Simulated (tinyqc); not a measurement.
Mobility of a non-polar semiconductor in the relaxation-time approximation. Changing the carrier density n. Computed by tinyqc, a small Python program. Command: `OMP_NUM_THREADS=1 python tinyqc.py 3027179 3027180 out.jsonl rta sweep`. One thread of a shared host (Intel(R) Xeon(R) Processor @ 2.30GHz), about 0.03 s of CPU time with the checks.

Each valley is treated as a sphere of mass m_d for states and rates, with one isotropic relaxation time; the conductivity mass m_c sets the current.

Inputs (values chosen for the exercise, for a model non-polar semiconductor):
```
quantity                                          value       unit
longitudinal mass m_l                               1.7        m_0
transverse mass m_t                                0.29        m_0
equivalent valleys Z                                  3          -
non-parabolicity alpha                             0.29       1/eV
static permittivity eps_s                          15.7          -
density rho                                        5500     kg/m^3
sound velocity v_l                                 7520        m/s
acoustic deformation potential D_A                  7.1         eV
phonon energy hbar w                                 43        meV
optical or intervalley deformation potential D_o      9  1e8 eV/cm
final valleys Z_f                                     2          -
compensation ratio C                                  0          -
temperature T                                       400          K
```

Band: Kane. Impurity formula: Conwell-Weisskopf. Further scattering: none.

Constants: k_B = 8.617333262e-05 eV/K; m_0 = 9.1093837015e-31 kg; e = 1.602176634e-19 C; hbar = 1.054571817e-34 J s; eps_0 = 8.8541878128e-12 F/m; k_B = 1.380649e-23 J/K; hbar = 6.582119569e-16 eV s.

Method:
- m_d = (m_l m_t^2)^(1/3); 1/m_c = (1/m_l + 2/m_t)/3; Hall mass factor A = 3 K_m (K_m + 2)/(2 K_m + 1)^2, K_m = m_l/m_t; N_I = n (1 + C)/(1 - C).
- Kane band: hbar^2 k^2/(2 m) = E (1 + alpha E), speed v = hbar k/(m (1 + 2 alpha E)), states per spin, volume and energy g(E) = m k (1 + 2 alpha E)/(2 pi^2 hbar^2); overlap factors are set to 1. Here m = m_d. Masses are multiplied by m_0 and all formulas are in SI units.
- The reduced Fermi level eta = E_F/(k_B T) solves n = 2 Z int g f dE with f = 1/(1 + exp(x - eta)) (Z = 1 unless valleys are given); screening length L_s = sqrt(eps_s eps_0 k_B T/(e^2 dn/deta)), dn/deta = 2 Z int g f (1 - f) dE.
- Integrals over x = E/(k_B T) use 160 Gauss-Legendre points in u = sqrt(x) from 0 to sqrt(max(eta, 0) + 32).
- Phonon occupation N_q = 1/(exp(hbar w/(k_B T)) - 1).
- Acoustic deformation potential (elastic, equipartition, absorption and emission together): 1/tau = 2 pi k_B T D_A^2 g(E)/(hbar rho v_l^2).
- Optical or intervalley deformation potential: 1/tau = (pi Z_f D_o^2/(rho w)) [N_q g(E + hbar w) + (N_q + 1) g(E - hbar w)], with g = 0 below the band edge.
- Each optical term is multiplied by (1 - f(E'))/(1 - f(E)), E' the final energy, for Pauli blocking.
- Singly charged impurities, momentum relaxation: 1/tau = N_I e^4 m (1 + 2 alpha E) Phi/(8 pi (eps_s eps_0)^2 hbar^3 k^3), with alpha = 0 for a parabolic band.
- Conwell-Weisskopf: Phi = ln(1 + y^2), y = 4 pi eps_s eps_0 E N_I^(-1/3)/e^2 (largest impact parameter N_I^(-1/3)/2).
- mu = (m_d/m_c) (2 Z e/(3 n k_B T)) int g v^2 tau f (1 - f) dE.
- Averages over x are split at the emission threshold x_0 = hbar w/(k_B T): 64 Gauss-Legendre points in sqrt(x) below it and 128 in sqrt(x - x_0) above it, up to x = max(eta, 0) + 32.
- Rates are added at each energy before the average. With <y> = int g v^2 y f (1 - f) dE: Hall factor r_H = A (3 n k_B T/(2 Z m_d)) <tau^2/(1 + 2 alpha E)>/<tau>^2 (alpha = 0 for a parabolic band); Hall mobility r_H mu; |S| = (k_B/e) (<x tau>/<tau> - eta); resistivity 1/(n e mu).
- Matthiessen's rule adds 1/mu of the separate processes.

One run for each value; columns: (1) carrier density n (1/cm^3); (2) drift mobility mu (cm^2/(V s)); (3) resistivity (ohm cm); (4) Seebeck coefficient |S| (microvolt/K); (5) reduced Fermi level eta; (6) Hall factor r_H; (7) excess of Matthiessen's rule over the full mu (%):
```
(1)          (2)         (3)     (4)      (5)     (6)     (7)
1.00e+14  388.69  1.6058e+02  1267.7  -13.028  1.2635   2.804
4.60e+14  388.28  3.4945e+01  1136.3  -11.502  1.2617   2.897
2.20e+15  386.74  7.3357e+00  1001.8   -9.937  1.2554   3.247
1.00e+16  381.65  1.6354e+00   872.4   -8.422  1.2367   4.387
4.60e+16  366.26  3.7046e-01   744.2   -6.896  1.1891   7.790
2.20e+17  327.30  8.6680e-02   617.8   -5.330  1.0932  16.329
1.00e+18  260.23  2.3984e-02   502.9   -3.810  0.9701  29.508
4.60e+18  177.19  7.6577e-03   393.5   -2.256  0.8812  35.456
2.20e+19  100.96  2.8102e-03   282.5   -0.560  0.8568  22.819
1.00e+20   51.73  1.2065e-03   176.3    1.519  0.8592   8.517
```

What does the table show, and why?

Over the rows, drift mobility mu (cm^2/(V s)) falls from 389 to 51.7 (exponent d ln y / d ln x -6.8e-4 between the first rows and -0.44 between the last); resistivity (ohm cm) falls from 161 to 0.00121 (exponent d ln y / d ln x -1.00 between the first rows and -0.56 between the last); Seebeck coefficient |S| (microvolt/K) falls from 1270 to 176 (exponent d ln y / d ln x -0.072 between the first rows and -0.31 between the last). At the low end the exponent of resistivity is -1.00, close to -1: the mobility is nearly constant there, so the resistivity follows 1/n. The mobility has fallen to half its first value between 1.00e18 and 4.60e18 per cm^3. The Fermi level enters the band between 2.20e19 and 1.00e20 per cm^3. While the gas is classical |S| falls by k_B/e ln 10 = 198 microvolt/K per decade if the scattering stays the same; between the first two rows it falls by 198 per decade. The Hall factor peaks at 1.26.

Caution (rows 4.60e18, 2.20e19, 1.00e20): above a few 1e18 per cm^3 the Born approximation, static screening and an unperturbed band are rough; measured mobilities are usually lower.

Extremes, crossings and ranges named in words are read from the listed rows.
